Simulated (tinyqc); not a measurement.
A particle near a wafer in liquid: double-layer and van der Waals forces (DLVO), deposition barrier and removal: one step, computed by the program tinyqc.

Sphere and flat wall, Derjaguin approximation, constant potentials in the linear-superposition form, no retardation and no hydration force.

Problem. Screening. kappa^2 = 2 z^2 e^2 N_A (1000 c)/(eps eps_0 k_B T); gamma_i = tanh(z e psi_i/(4 k_B T)); Z = 64 pi eps eps_0 (k_B T/(z e))^2 gamma_1 gamma_2.

Inputs (values chosen for the exercise, of the order of those for alumina on silica in water): particle radius R = 12 nm; potential of the particle psi_1 = -27 mV; potential of the wafer psi_2 = -42 mV; salt concentration c = 0.023 mol/L; valence z of the symmetric salt = 2; temperature T = 323 K; dielectric constant of the liquid = 69.9.

Constants: e = 1.602176634e-19 C; N_A = 6.02214076e+23 1/mol; eps_0 = 8.8541878128e-12 F/m; k_B = 1.380649e-23 J/K; k_B = 8.617333262e-05 eV/K.

Give: kappa; Debye length; gamma_1; gamma_2; Z; kappa R.

Solution.

kappa = 1.015 1/nm

Debye length = 0.9851 nm

gamma_1 = -0.4503

gamma_2 = -0.6378

Z = 6.921 pN

kappa R = 12.18

Like signs: the double layers repel.
